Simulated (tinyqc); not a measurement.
Ways to converge the cycle: SCF convergence aids in the sto-3g basis, for BeH2, spin multiplicity 1. Computed by the program tinyqc with PySCF. 

Geometry (angstrom):
```
atom       x        y       z
Be    0.0000   0.0000  0.0000
H     0.0000   1.5490  0.0000
H     0.0000  -1.5490  0.0000
```

lowest restricted solution found by these runs and by PySCF = -15.519239 hartree

RHF with one setting changed at a time; a run stops when the energy changes by less than 1e-09 hartree and the error matrix is below 1e-5. The start is the core Hamiltonian. Damping d keeps d of the old density; a shift (hartree) raises the virtual levels; DIIS n extrapolates F over n matrices.

Largest element of the error matrix X^T (FDS - SDF) X:
```
iteration    plain  damping 0.3  damping 0.6  shift 0.4   DIIS 3   DIIS 8
1          5.5e-01      5.5e-01      5.5e-01    5.5e-01  5.5e-01  5.5e-01
2          2.7e-02      2.0e-01      3.6e-01    2.3e-01  2.7e-02  2.7e-02
3          2.9e-03      6.8e-02      2.3e-01    7.1e-02  2.1e-03  2.1e-03
4          6.3e-04      2.3e-02      1.4e-01    2.2e-02  3.8e-04  3.8e-04
5          1.7e-04      8.0e-03      9.0e-02    8.3e-03  3.3e-05  7.8e-06
6          4.5e-05      2.9e-03      5.6e-02    3.3e-03  2.9e-07  5.8e-09
8          3.4e-06      4.0e-04      2.2e-02    5.9e-04        -        -
10               -      6.8e-05      8.5e-03    1.3e-04        -        -
14               -      3.0e-06      1.3e-03    7.1e-06        -        -
20               -            -      9.3e-05          -        -        -
30               -            -      1.7e-06          -        -        -
```

How each run ends:
```
run          iterations  E (hartree)         state
plain                 8   -15.519239  lowest found
damping 0.3          19   -15.519239  lowest found
damping 0.6          41   -15.519239  lowest found
shift 0.4            14   -15.519239  lowest found
DIIS 3                7   -15.519239  lowest found
DIIS 8                6   -15.519239  lowest found
```

6 of 6 runs reach the lowest restricted solution found, in 6 to 41 iterations (fastest: DIIS 8). Plain steps already contract here, so damping only slows them. DIIS 3 and DIIS 8 gain by cancelling the error over several earlier matrices, much as a quasi-Newton step does.
